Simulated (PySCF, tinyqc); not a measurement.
CISD on RHF in the 3-21g basis, for H2, spin multiplicity 1, step by step. The lowest restricted solution is unstable here: a spin-polarised one lies 0.0135 hartree lower (PySCF). Computed by tinyqc, a small Python program that keeps every step (integrals from PySCF). Settings: charge = 0, multiplicity = 1, basis = 3-21g, method = RHF, energy threshold = 1e-10, iteration cap = 90, orthogonalisation = symmetric, start = core, DIIS depth = 6, ci = CISD. Command: `OMP_NUM_THREADS=1 python tinyqc.py 24466 24467 out.jsonl` (the two numbers bound the seeds that draw the settings). One thread of a shared host (Intel(R) Xeon(R) Processor @ 2.60GHz), about 0.08 s of CPU time with the checks. The early iterations of the SCF are left out here.

## One-electron integrals

Geometry (angstrom):
```
atom         x         y         z
H     0.000000  0.000000  0.000000
H     0.000000  0.000000  1.416000
```

Basis 3-21g: exponents (1/bohr^2) and contraction coefficients of normalised primitives:
```
element  l (shell)  exponent  coefficient
H            s (1)  5.447178     0.156285
H            s (1)  0.824547     0.904691
H            s (2)  0.183192     1.000000
```

Overlap, kinetic and nuclear-attraction integrals over the contracted functions; the nuclear repulsion is the sum of Za Zb / Rab.

nuclear repulsion = 0.37371272 hartree

overlap S, lower triangle:
```
          1H 1s     1H 2s     2H 1s     2H 2s
1H 1s  1.000000
1H 2s  0.645899  1.000000
2H 1s  0.043686  0.218823  1.000000
2H 2s  0.218823  0.519004  0.645899  1.000000
```

kinetic energy T (hartree), lower triangle:
```
           1H 1s     1H 2s     2H 1s     2H 2s
1H 1s   1.549405
1H 2s   0.293152  0.274788
2H 1s  -0.056027  0.027567  1.549405
2H 2s   0.027567  0.080260  0.293152  0.274788
```

nuclear attraction V (hartree), lower triangle:
```
           1H 1s      1H 2s      2H 1s      2H 2s
1H 1s  -2.094630
1H 2s  -1.024010  -1.048500
2H 1s  -0.065432  -0.343387  -2.094630
2H 2s  -0.343387  -0.580254  -1.024010  -1.048500
```

core Hamiltonian H = T + V (hartree), lower triangle:
```
           1H 1s      1H 2s      2H 1s      2H 2s
1H 1s  -0.545225
1H 2s  -0.730858  -0.773712
2H 1s  -0.121459  -0.315820  -0.545225
2H 2s  -0.315820  -0.499994  -0.730858  -0.773712
```

## Two-electron integrals

Functions are numbered as in S; the eight-fold symmetry (ij|kl) = (ji|kl) = (kl|ij) leaves the list below.

Two-electron integrals (ij|kl) in chemists' order, unique and non-zero (hartree):
```
(11|11) 1.140145   (21|11) 0.611403   (21|21) 0.345152   (22|11) 0.626370
(22|21) 0.380329   (22|22) 0.482957   (31|11) 0.030359   (31|21) 0.018417
(31|22) 0.022857   (31|31) 0.001946   (32|11) 0.098103   (32|21) 0.062478
(32|22) 0.088794   (32|31) 0.007402   (32|32) 0.039213   (33|11) 0.373564
(33|21) 0.240846   (33|22) 0.360260   (33|31) 0.030359   (33|32) 0.196330
(33|33) 1.140145   (41|11) 0.196330   (41|21) 0.112176   (41|22) 0.126151
(41|31) 0.007402   (41|32) 0.025404   (41|33) 0.098103   (41|41) 0.039213
(42|11) 0.273949   (42|21) 0.169463   (42|22) 0.225755   (42|31) 0.013998
(42|32) 0.062408   (42|33) 0.273949   (42|41) 0.062408   (42|42) 0.130092
(43|11) 0.240846   (43|21) 0.154886   (43|22) 0.229646   (43|31) 0.018417
(43|32) 0.112176   (43|33) 0.611403   (43|41) 0.062478   (43|42) 0.169463
(43|43) 0.345152   (44|11) 0.360260   (44|21) 0.229646   (44|22) 0.334361
(44|31) 0.022857   (44|32) 0.126151   (44|33) 0.626370   (44|41) 0.088794
(44|42) 0.225755   (44|43) 0.380329   (44|44) 0.482957
```

## Orthogonalisation

S = U s U^T; symmetric (Loewdin) form X = U s^(-1/2) U^T, so that X^T S X = 1.

eigenvalues of S: 0.229906  0.384558  1.207404  2.178132

X, lower triangle:
```
           1H 1s      1H 2s      2H 1s     2H 2s
1H 1s   1.240492
1H 2s  -0.482184   1.402399
2H 1s   0.028473   0.031401   1.240492
2H 2s   0.031401  -0.381218  -0.482184  1.402399
```

## Iteration 8 (converged): orbitals

converged F (hartree), lower triangle:
```
           1H 1s      1H 2s      2H 1s      2H 2s
1H 1s   0.286924
1H 2s  -0.347893  -0.244321
2H 1s  -0.213996  -0.291610   0.286924
2H 2s  -0.291610  -0.305864  -0.347893  -0.244321
```

Diagonalise F' = X^T F X, C = X C', fill 1 alpha and 1 beta electrons from the bottom; D = 2 C_occ C_occ^T. Each column has its largest component positive (the first on a tie).

F' = X^T F X (hartree), lower triangle:
```
           1          2          3         4
1   0.779705
2  -0.625899   0.230437
3  -0.042444  -0.121197   0.779705
4  -0.121197  -0.200592  -0.625899  0.230437
```

orbital energies (hartree): MO1 -0.443043, MO2 0.085323, MO3 1.167855, MO4 1.210149

coefficients C:
```
            MO1        MO2        MO3        MO4
1H 1s  0.210571   0.184702  -0.912285   0.928655
1H 2s  0.439652   0.835291   1.012333  -0.655526
2H 1s  0.210571  -0.184702   0.912285   0.928655
2H 2s  0.439652  -0.835291  -1.012333  -0.655526
```

D after iteration 8, lower triangle:
```
          1H 1s     1H 2s     2H 1s     2H 2s
1H 1s  0.088680
1H 2s  0.185156  0.386588
2H 1s  0.088680  0.185156  0.088680
2H 2s  0.185156  0.386588  0.185156  0.386588
```

## Convergence

Stop when the energy changes by less than 1e-10 hartree and every element of the error matrix X^T (F D S - S D F) X is below 3e-06.

Course of the cycle:
```
iteration  E (hartree)     change  largest element of the error matrix
1          -0.99330236          -                             1.03e-01
2          -1.00808391  -1.48e-02                             1.60e-02
3          -1.00844929  -3.65e-04                             3.13e-05
4          -1.00844929  -1.16e-09                             1.29e-05
5          -1.00844929  -1.44e-10                             8.11e-06
6          -1.00844929  -4.41e-11                             5.92e-06
7          -1.00844929  -1.91e-11                             4.66e-06
8          -1.00844929  -3.12e-11                             4.15e-09
```

PySCF RHF in the same basis = -1.00844929 hartree

Converged in 8 iterations.

## Integrals over molecular orbitals

(pq|rs) = sum C_ip C_jq C_kr C_ls (ij|kl), one index at a time.

one-electron integrals over orbitals h = C^T H C (hartree), lower triangle:
```
           1          2         3         4
1  -0.939119
2   0.000000  -0.666994
3   0.000000   0.157233  0.266817
4  -0.092296   0.000000  0.000000  0.304137
```

Two-electron integrals over orbitals (pq|rs), unique and non-zero (hartree):
```
(11|11) 0.496075    (21|21) 0.143248    (22|11) 0.447783    (22|22) 0.432571
(31|21) -0.071374   (31|31) 0.079853    (32|11) -0.114303   (32|22) -0.088798
(32|32) 0.087039    (33|11) 0.490445    (33|22) 0.457487    (33|32) -0.142262
(33|33) 0.541993    (41|11) 0.092296    (41|22) 0.082560    (41|32) -0.076704
(41|33) 0.132107    (41|41) 0.077146    (42|21) 0.060770    (42|31) -0.070966
(42|42) 0.066138    (43|21) -0.163928   (43|31) 0.114320    (43|42) -0.100266
(43|43) 0.229722    (44|11) 0.491579    (44|22) 0.453433    (44|32) -0.140574
(44|33) 0.533350    (44|41) 0.123285    (44|44) 0.533318
```

## CISD: determinants and Hamiltonian

Hartree-Fock energy = -1.00844929 hartree

Slater-Condon rules over spin orbitals, with the nuclear repulsion added and E(HF) subtracted on the diagonal. Only determinants linked to the reference directly or through others are kept (one block of an abelian symmetry group), so some states are absent.

Occupation strings over the orbitals (2 doubly, a alpha, b beta, 0 empty; spin orbitals ordered 1a 1b 2a 2b ...): 2000 a00b b00a 0200 0ab0 0ba0 0020 0002

H - E(HF) between determinants (hartree), lower triangle:
```
           2000       a00b       b00a       0200       0ab0       0ba0      0020      0002
2000   0.000000
a00b   0.000000   1.238759
b00a   0.000000  -0.077146   1.238759
0200   0.143248   0.060770  -0.060770   0.480744
0ab0  -0.071374  -0.163928   0.070966   0.068435   1.439472
0ba0   0.071374   0.070966  -0.163928  -0.068435  -0.087039   1.439472
0020   0.079853   0.114320  -0.114320   0.087039   0.014971  -0.014971  2.457789
0002   0.077146   0.030989  -0.030989   0.066138  -0.100266   0.100266  0.229722  2.523754
```

## CISD: roots

Diagonalise (each vector has its largest component positive (the first on a tie)); all determinants have Ms = 0, so triplets appear too. The lowest singlet root is the correlation energy.

lowest roots of this matrix, relative to E(HF) (hartree): -0.052468  0.496602  1.123813  1.164609  1.390234  1.658191  2.279321  2.758447

lowest vectors:
```
         root 1     root 2    root 3     root 4
2000   0.957777   0.279522  0.000000  -0.031002
a00b   0.024259  -0.082225  0.655025   0.588306
b00a  -0.024259   0.082225  0.655025  -0.588306
0200  -0.272075   0.946866  0.000000   0.158418
0ab0   0.057907  -0.065759  0.266349   0.362877
0ba0  -0.057907   0.065759  0.266349  -0.362877
0020  -0.022491  -0.037986  0.000000  -0.128718
0002  -0.015767  -0.041216  0.000000   0.042519
```

<S^2> of these roots: 0.000000  0.000000  2.000000  0.000000  2.000000  0.000000  0.000000  0.000000

weight of the ground state by excitation level 0, 1, 2, ...: 0.917337  0.001177  0.081486
